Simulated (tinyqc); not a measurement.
# Metal gate on a two-layer dielectric stack with fixed charge and a dipole, step by step

Computed by the program tinyqc: `OMP_NUM_THREADS=1 python tinyqc.py 2010010 2010011 out.jsonl`, one thread of a shared Intel Xeon 2.30GHz, about 0.01 s for the whole run. Printed values are rounded.

Gate, layer 2, layer 1, p-type semiconductor; x runs from the gate inwards. Charges are counted in units of +q. psi is the band bending at the surface, positive towards inversion. Classical charge, Boltzmann statistics, no interface traps.

Values chosen for this exercise; band and dielectric values close to those of germanium, layer 1 close to aluminium oxide, layer 2 close to hafnium oxide: temperature T = 300 K; band gap Eg = 0.664 eV; relative permittivity eps_r = 15.7; conduction-band density of states at T Nc = 1.06e19 cm^-3; valence-band density of states at T Nv = 6.09e18 cm^-3; electron affinity chi = 4.01 eV; acceptor density Na = 9.8e16 cm^-3; work function of the gate metal pM = 4.14 eV; thickness of layer 1, next to the semiconductor t1 = 0.6 nm; relative permittivity of layer 1 e1 = 8.79; thickness of layer 2, next to the gate t2 = 5.2 nm; relative permittivity of layer 2 e2 = 22.6; fixed charge at the semiconductor interface Q1 = 1.2e12 cm^-2; fixed charge between the layers Q2 = -2e11 cm^-2; uniform charge density in layer 1 r1 = 0 cm^-3; uniform charge density in layer 2 r2 = 0 cm^-3; flat-band shift by a dipole layer between the layers Vd = -0.43 V; band bending psi of the working point ps = 0.247 V.

Constants: q = 1.602176634e-19 C, kB = 1.380649e-23 J/K, Vt = kB T/q, eps0 = 8.8541878128e-14 F/cm where lengths are in cm. Results are converted to the units shown.

## Equivalent thickness and work-function difference

EOT = 3.9 (t1/e1 + t2/e2), Cox = eps0/(t1/e1 + t2/e2); phi_ms = pM - (chi + Eg - Vt ln(Nv/Na)).

EOT = 1.16356 nm
Cox = 2.96774 uF/cm^2
share of layer 1 in the EOT = 22.8791 %
phi_ms = -0.427246 V

## Flat-band voltage, term by term

EOT = 3.9 (t1/e1 + t2/e2), Cox = eps0/(t1/e1 + t2/e2); phi_ms = pM - (chi + Eg - Vt ln(Nv/Na)). Vfb = phi_ms + Vd - (q/eps0) [Q1 (t1/e1 + t2/e2) + Q2 t2/e2 + r1 (t1^2/(2 e1) + t1 t2/e2) + r2 t2^2/(2 e2)]: each charge counts with its electrical distance from the gate.

terms (V): phi_ms -0.427246, dipole -0.430000, Q1 -0.064784, Q2 0.008327, r1 0.000000, r2 0.000000
Vfb = -0.913703 V

Apart from phi_ms the largest term is that of dipole, -430 mV; all charges and the dipole together move Vfb by -486 mV.

## Threshold voltage

ni = sqrt(Nc Nv) exp(-Eg/(2 Vt)), Eg in volts, pB = Vt ln(Na/ni), Vth = Vfb + 2 pB + sqrt(4 q eps0 eps_r Na pB)/Cox.

ni = 2.12621e13 cm^-3
pB = 0.218082 V
depletion charge = 0.137985 uC/cm^2
Vth = -0.431043 V

## Charge in the semiconductor

ni = sqrt(Nc Nv) exp(-Eg/(2 Vt)), Eg in volts. Qs = -sign(psi) sqrt(2 q eps0 eps_r Na Vt [exp(-u) + u - 1 + (ni/Na)^2 (exp(u) - u - 1)]), u = psi/Vt.

Qs = -0.0982579 uC/cm^2

The surface is depleted or weakly inverted.

## Fields and voltage drops

Gauss: D = -Qs just inside the semiconductor; going towards the gate subtract q Q1, then q r1 t1, q Q2 and q r2 t2. Field = D/(eps0 e); the drop over a layer is its mean field times its thickness; Vg = phi_ms + Vd + psi + both drops.

```
place,D (uC/cm^2),field (MV/cm)
"layer 2, gate side",-0.0619597,-0.030964
"layer 2, inner side",-0.0619597,-0.030964
"layer 1, outer side",-0.0940033,-0.120783
"layer 1, semiconductor side",-0.0940033,-0.120783
semiconductor surface,0.0982579,0.070684
```

drop over layer 2 = -0.0161011 V
drop over layer 1 = -0.00724697 V
Vg = -0.633594 V

The same Vg follows from Vfb + psi - Qs/Cox. The largest field, 0.121 MV/cm in size, is at: layer 1, outer side.
